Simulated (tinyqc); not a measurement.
Comparisons within one model: density of states of one tight-binding band on the simple cubic lattice. A value that a table varies takes the place of the one given here.

E(k) = -2 t (c1 + c2 + c3) - 4 t2 (c1 c2 + c2 c3 + c3 c1) with ci = cos(2 pi ki); k in fractions of the reciprocal vectors, mesh k_i = j/N with j = 0 .. N-1. Densities are per cell and per spin, so the band holds one state.

Each cube of the mesh, corners numbered 0 to 7 as the binary number (i j l), is cut into six tetrahedra around the diagonal 0-7: 0137, 0157, 0237, 0267, 0457, 0467. For corner energies e1 <= e2 <= e3 <= e4 and eij = ei - ej, the share of the tetrahedron below E is n = (E - e1)^3/(e21 e31 e41) for e1 < E < e2; n = [e21^2 + 3 e21 x + 3 x^2 - (e31 + e42) x^3/(e32 e42)]/(e31 e41) with x = E - e2 for e2 < E < e3; n = 1 - (e4 - E)^3/(e41 e42 e43) for e3 < E < e4; its density of states is g = dn/dE.

Gaussian broadening: g(E) = mean over the mesh of exp(-(E - E_k)^2/(2 sigma^2))/(sigma sqrt(2 pi)), n(E) = mean of erfc((E_k - E)/(sigma sqrt 2))/2.

Inputs chosen for the exercise:
- t = 0.71 eV (nearest hopping)
- t2 = 0 eV (second hopping)
- N2 = 12 (mesh points along each axis in this comparison)
- sigma = 0.213 eV (Gaussian width)
- E = -0.15 eV (energy at which the density is wanted)

## Three ways to the same curve

N = N2 here; the reference is the linear method with N = 36.

g(E) (1/eV):

| E (eV) | reference | linear tetrahedra | Gaussian, sigma | Gaussian, sigma/4 | reference n(E) |
|---|---|---|---|---|---|
| -3.485 | 0.043 | 0.042 | 0.045 | 0.019 | 0.021 |
| -2.710 | 0.074 | 0.073 | 0.083 | 0.114 | 0.066 |
| -1.936 | 0.117 | 0.117 | 0.132 | 0.312 | 0.138 |
| -1.161 | 0.203 | 0.205 | 0.197 | 0.207 | 0.265 |
| -0.387 | 0.202 | 0.205 | 0.176 | 0.014 | 0.422 |
| 0.388 | 0.202 | 0.205 | 0.176 | 0.015 | 0.578 |
| 1.163 | 0.203 | 0.206 | 0.197 | 0.217 | 0.735 |
| 1.937 | 0.117 | 0.117 | 0.132 | 0.312 | 0.862 |
| 2.712 | 0.074 | 0.073 | 0.083 | 0.109 | 0.935 |
| 3.486 | 0.043 | 0.042 | 0.045 | 0.019 | 0.979 |

Root-mean-square errors against the reference: 0.0020 for linear tetrahedra, 0.0143 for sigma and 0.1226 for sigma/4. The narrow Gaussian is worse than the wide one, because it resolves the separate mesh levels. The reference is highest at -1.161 and 1.163 eV of the energies listed, and half filling lies between -0.387 and 0.388 eV.

## Convergence with the mesh

At the energy E; the plain count is the share of mesh points below E; the reference is the linear method with N = 36.

Results:

| N | points | g linear | n linear | g Gaussian | n Gaussian | n plain count |
|---|---|---|---|---|---|---|
| 4 | 64 | 0.2631 | 0.4604 | 0.4568 | 0.4190 | 0.3438 |
| 6 | 216 | 0.2158 | 0.4677 | 0.1723 | 0.4705 | 0.4444 |
| 8 | 512 | 0.2137 | 0.4679 | 0.2424 | 0.4603 | 0.4336 |
| 12 | 1728 | 0.2060 | 0.4691 | 0.2065 | 0.4667 | 0.4595 |
| 16 | 4096 | 0.2036 | 0.4694 | 0.2005 | 0.4696 | 0.4624 |
| 20 | 8000 | 0.2026 | 0.4696 | 0.2007 | 0.4698 | 0.4657 |

reference n and g: 0.4698  0.2015

The linear n(E) stays within 0.002 of the reference from N = 8 on. The Gaussian g stays within 1 % of its last value from N = 16 on; it tends to the broadened curve, not the true one. At the last mesh it lies -0.001 1/eV from the reference g and the linear g +0.001. The plain count errs by -0.0040 at the last mesh.

## Critical points

The gradient vanishes at these points by symmetry; the signs of the eigenvalues of the second-derivative matrix give the type.

Critical points:

| point | k | E (eV) | positive | negative | type |
|---|---|---|---|---|---|
| Gamma | (0, 0, 0) | -4.2600 | 3 | 0 | minimum |
| X | (0.5, 0, 0) | -1.4200 | 2 | 1 | saddle |
| M | (0.5, 0.5, 0) | 1.4200 | 1 | 2 | saddle |
| R | (0.5, 0.5, 0.5) | 4.2600 | 0 | 3 | maximum |

Gamma is a minimum at -4.260 eV: its contribution to g starts as a square root. X is a saddle at -1.420 eV: g has a square-root kink there. M is a saddle at 1.420 eV: g has a square-root kink there. R is a maximum at 4.260 eV: its contribution to g ends as a square root.

## What moves the count of states

Linear method and Gaussian sum with N = 14. Each row changes one parameter from the base and keeps the others.

Results:

| case | n linear | g linear (1/eV) | n Gaussian | g Gaussian (1/eV) |
|---|---|---|---|---|
| base | 0.4694 | 0.2041 | 0.4708 | 0.2015 |
| t = 0.781 eV | 0.4722 | 0.1855 | 0.4741 | 0.1813 |
| E = -0.079 eV | 0.4839 | 0.2041 | 0.4848 | 0.1941 |
| sigma = 0.426 eV | 0.4694 | 0.2041 | 0.4698 | 0.2012 |
| t2 = 0.035 eV | 0.4523 | 0.2031 | 0.4531 | 0.2069 |

The largest shifts from the base row, up to three for each result and ties (the steps differ in size, so this ranks the rows, not the parameters). n linear: t2 -0.0170, E +0.0145, t +0.0028; unchanged at the printed digits by sigma. g linear (1/eV): t -0.0185, t2 -0.0010; unchanged at the printed digits by E and sigma. n Gaussian: t2 -0.0177, E +0.0140, t +0.0033. g Gaussian (1/eV): t -0.0202, E -0.0073, t2 +0.0054.

Computed by tinyqc, a small Python program: `OMP_NUM_THREADS=1 python tinyqc.py 1681018 1681019 out.jsonl` (the numbers bound the seed that draws the inputs); one thread of a shared host (Intel(R) Xeon(R) Processor @ 2.30GHz), about 0.2 s for the whole set of steps.
